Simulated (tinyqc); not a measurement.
Nanowire ballistic transistor, top-of-the-barrier model: one step of the calculation.

At the top of the source barrier, states moving towards the drain are filled by the source (Fermi level 0) and states moving back by the drain (Fermi level -q Vd); nothing scatters. U is the shift of the band edge there, set by the capacitances CG, CD and CS (the total) and by the charge. Parabolic one-dimensional subbands; the source is grounded.

Question. Density of states, capacitances and charge at zero bias. N0 = gv sqrt(2 m kB T/pi)/hbar, CG = 2 pi eps0 eox/ln(1 + 2 tox/d), CS = CG/aG, n0 = n at U = 0 and Vd = 0. eta1 = -(E0 + U)/Vt, eta2 = eta1 - Vd/Vt, n = (N0/2)[F_(-1/2)(eta1) + F_(-1/2)(eta2)], F_(-1/2)(x) = (1/sqrt(pi)) int_0^infinity u^(-1/2)/(1 + exp(u - x)) du. Each F is summed over the two subbands, F(eta) + F(eta - dE/Vt), which share the mass. UL = -(aG Vg + aD Vd).

Parameters, values chosen for the exercise; mass and valleys made up:
- T = 400 K (temperature)
- m = 0.0977 m0 (effective mass)
- gv = 1 (valley degeneracy)
- eox = 9 (relative permittivity of the gate insulator)
- tox = 3.6 nm (insulator thickness)
- d = 6 nm (wire diameter)
- dE = 0.27 eV (offset of a second subband (0: none))
- aG = 0.9 (gate control CG/CS)
- aD = 0.098 (drain control CD/CS)
- E0 = 0.25 eV (band edge at the barrier top above the source Fermi level at zero bias)
- Vg = 0.7 V (gate voltage)
- Vd = 0.7 V (drain voltage)

Constants: q = 1.602176634e-19 C, kB = 1.380649e-23 J/K, hbar = 1.054571817e-34 J s, m0 = 9.1093837015e-31 kg, Vt = kB T/q, eps0 = 8.8541878128e-14 F/cm where lengths are in cm. Results are converted to the units shown.

Find: N0; CG; CS; n0; UL.

Answer.

N0 = 1.6774e6 cm^-1
CG = 6.3503 pF/cm
CS = 7.0559 pF/cm
n0 = 1187.7 cm^-1
UL = -0.69860 eV

Range of the model: The source Fermi level lies 0.35 eV above the band edge, where a light band is no longer parabolic.

Program tinyqc, `OMP_NUM_THREADS=1 python tinyqc.py 2400133 2400134 out.jsonl`; Intel Xeon 2.30GHz, shared host, one thread, about 0.07 s.
